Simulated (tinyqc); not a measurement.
Self-heating of a transistor with one or more fingers, with temperature-dependent conductivity: one step, computed by the program tinyqc. Command: `OMP_NUM_THREADS=1 python tinyqc.py 3014524 3014525 out.jsonl selfheat walk`. One thread of a shared host (Intel(R) Xeon(R) Processor @ 2.30GHz), about 0.07 s of CPU time with the checks.

N long parallel fingers lie on the top face of a slab whose bottom is held at T_0; the top is otherwise insulated, and heat flows in two dimensions. P in W/mm is 1000 P in W/m.

Problem. Correction for the falling conductivity. Kirchhoff transformation for kappa = kappa_0 (T/T_0)^-m: T = T_0 [1 - (m - 1) theta/T_0]^(-1/(m - 1)), where theta is the linear rise. The bracket vanishes at the power P T_0/((m - 1) theta).

Inputs (values chosen for the exercise, modelled on gallium arsenide): exponent m in kappa ~ T^-m = 1.26; base temperature T_0 = 300 K; power per gate width P = 0.32 W/mm.

Power: power rises with temperature.

largest theta = 39.22199 K

Give: peak temperature; true rise; true rise / linear rise; power at which the formula diverges.

Solution.

peak temperature = 342.7 K

true rise = 42.68 K

true rise / linear rise = 1.088

power at which the formula diverges = 9.414 W/mm

The falling conductivity adds 8.8 % to the rise.
